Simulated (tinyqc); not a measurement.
Gupta-type many-body potential for a metal. Convergence with the number of shells. Computed by tinyqc, a small Python program. Command: `OMP_NUM_THREADS=1 python tinyqc.py 3027405 3027406 out.jsonl gupta sweep`. One thread of a shared host (Intel(R) Xeon(R) Processor @ 2.30GHz), about 0.01 s of CPU time with the checks.

E_i = sum_j A exp(-p (r_ij/r0 - 1)) - xi rho_i^gamma, with rho_i = sum_j exp(-2 q (r_ij/r0 - 1)); gamma = 1/2 is the tight-binding second-moment form. The crystal is fcc unless stated; d is the neighbour distance and a fixed number of shells is kept.

Inputs (values chosen for the exercise, for a model metal):
```
quantity                  value      unit
repulsion A               0.311        eV
hopping xi                 1.76        eV
decay p                    10.7         -
decay q                    3.89         -
reference distance r0     2.775  angstrom
embedding exponent gamma    0.6         -
```

Constants: 1 eV/angstrom^3 = 160.2176634 GPa.

Method:
- fcc shells: d sqrt(k), k = 1..5, with 12, 6, 24, 12, 24 atoms; Omega = d^3/sqrt2.
- Equilibrium: dE/dd = 0; B = d^2 E''(d)/(9 Omega).
- Repulsion and density of one neighbour in each shell, and their sums.
- Each neighbour j of the vacancy loses one repulsive term and one density term: E_v = sum_shells count x {-repulsion - xi [(rho - density)^gamma - rho^gamma]}. (The removed atom returns to a bulk-like site, so its own energy cancels.)

One run for each value:
```
shells kept  cohesive energy E_c (eV)  neighbour distance d (angstrom)  bulk modulus B (GPa)  vacancy energy E_v (eV)
1                              4.1095                           2.8165                238.26                   1.2695
2                              4.1749                           2.8114                244.36                   1.2746
3                              4.2000                           2.8082                246.49                   1.2724
4                              4.2016                           2.8079                246.60                   1.2720
5                              4.2021                           2.8078                246.62                   1.2719
```

What does the table show?

Over the rows, cohesive energy E_c (eV) rises from 4.11 to 4.20 (exponent d ln y / d ln x 0.023 between the first rows and 5.5e-4 between the last); neighbour distance d (angstrom) falls from 2.816 to 2.808; bulk modulus B (GPa) rises from 238 to 247.
